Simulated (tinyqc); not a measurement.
Alloy A(1-x)B(x) by interpolation with bowing: sweeps and comparisons. A value that a table varies takes the place of the one given here.

Each gap follows E(x) = (1 - x) E_A + x E_B - C x (1 - x); the lattice constant follows Vegard, a(x) = (1 - x) a_A + x a_B.

Mass at Gamma from the Kane formula 1/m = F + Ep (Eg + 2 Dso/3)/(Eg (Eg + Dso)). F is fixed by the masses of A and B and interpolated linearly, as is Ep; Eg and Dso carry their bowing.

Constants: hc = 1239.841984 eV nm.

Inputs chosen for the exercise (A near GaP, B near InP; the results hold for these values, not for the real material): a = (5.45, 5.868) angstrom (lattice constant of A, B); Eg = (2.909, 1.412) eV (gap at Gamma to the s-like level of A, B); EgX = (2.331, 2.392) eV (gap to the lowest valley along Gamma-X of A, B); EgL = (2.715, 2.004) eV (gap to L of A, B); C = (0.603, 0.204, 1.012) eV (bowing of the Gamma, X and L gaps); Dso = (0.079, 0.109) eV (spin-orbit splitting of A, B); Ep = (31.7, 20.4) eV (Kane energy of A, B); me = (0.1314, 0.0792) m0 (electron mass at Gamma of A, B); Cs = 0 eV (bowing of Dso); x = 0.26 (fraction of B).

## Gaps across the alloy

Eleven compositions.

Gaps (eV):
```
x    a (angstrom)  Gamma      X      L  lowest  wavelength (nm)
0.0        5.4500  2.909  2.331  2.715       X              532
0.1        5.4918  2.705  2.319  2.553       X              535
0.2        5.5336  2.513  2.311  2.411       X              537
0.3        5.5754  2.333  2.306  2.289       L              542
0.4        5.6172  2.165  2.306  2.188   Gamma              573
0.5        5.6590  2.010  2.311  2.107   Gamma              617
0.6        5.7008  1.866  2.319  2.046   Gamma              664
0.7        5.7426  1.734  2.331  2.005   Gamma              715
0.8        5.7844  1.615  2.347  1.984   Gamma              768
0.9        5.8262  1.507  2.368  1.984   Gamma              822
1.0        5.8680  1.412  2.392  2.004   Gamma              878
```

What can be read from the table?

The lowest valley changes at x = 0.284 (X to L, gap 2.307 eV) and x = 0.368 (L to Gamma, gap 2.218 eV). The middle valley is lowest only in a narrow window, which small changes of the inputs would close. The Gamma gap is monotonic, since its bowing (0.603 eV) is smaller than the difference of the end gaps (1.497 eV); at x = 0.5 bowing lowers it by C/4 = 0.151 eV.

## Three ways to interpolate a mass

Linear in m, linear in 1/m, and the Kane formula.

Masses (m0):
```
x      Eg (eV)  linear in m  linear in 1/m    Kane  Kane m/Eg (1/eV)
0.000    2.909       0.1314         0.1314  0.1314            0.0452
0.125    2.656       0.1249         0.1214  0.1203            0.0453
0.250    2.422       0.1183         0.1128  0.1108            0.0458
0.375    2.206       0.1118         0.1054  0.1027            0.0466
0.500    2.010       0.1053         0.0988  0.0958            0.0477
0.625    1.832       0.0988         0.0931  0.0901            0.0492
0.750    1.673       0.0922         0.0879  0.0854            0.0510
0.875    1.533       0.0857         0.0833  0.0818            0.0533
1.000    1.412       0.0792         0.0792  0.0792            0.0561
```

How do the results move?

At x = 0.5 the three give 0.1053, 0.0988 and 0.0958; judged by the largest distance, the Kane value is closer to the interpolation in 1/m (largest distances 0.0095 m0 from the rule in m, 0.0030 m0 from the rule in 1/m). The ratio m/Eg varies by a factor of 1.24 while the gap varies by 2.06; a constant ratio is the two-band rule m = Eg/Ep at fixed Ep.

## What each parameter does

Gaps at x and the Kane mass. Each row changes one parameter from the base and keeps the others.

Results:
```
case                          Gamma (eV)  X (eV)  L (eV)  mass (m0)
base                              2.4038  2.3076  2.3354     0.1101
x = 0.22                          2.4762  2.3094  2.3849     0.1130
C = (0.703, 0.304, 1.112) eV      2.3845  2.2884  2.3162     0.1090
Eg = (3.054, 1.412) eV            2.5111  2.3076  2.3354     0.1116
EgX = (2.331, 2.272) eV           2.4038  2.2764  2.3354     0.1101
EgL = (2.579, 2.004) eV           2.4038  2.3076  2.2348     0.1101
Ep = (34.9, 22.4) eV              2.4038  2.3076  2.3354     0.1099
Cs = 0.05 eV                      2.4038  2.3076  2.3354     0.1099
```

What can be read from the table?

The largest shifts from the base row, up to three for each result and ties (the steps differ in size, so this ranks the rows, not the parameters). Gamma (eV): Eg +0.1073, x +0.0724, C -0.0192; unchanged at the printed digits by EgX, EgL, Ep and Cs. X (eV): EgX -0.0312, C -0.0192, x +0.0018; unchanged at the printed digits by Eg, EgL, Ep and Cs. L (eV): EgL -0.1006, x +0.0495, C -0.0192; unchanged at the printed digits by Eg, EgX, Ep and Cs. mass (m0): x +0.0028, Eg +0.0015, C -0.0011; unchanged at the printed digits by EgX and EgL.

tinyqc: `OMP_NUM_THREADS=1 python tinyqc.py 1080756 1080757 out.jsonl`; about 0.01 s, one thread, shared Intel(R) Xeon(R) Processor @ 2.30GHz.
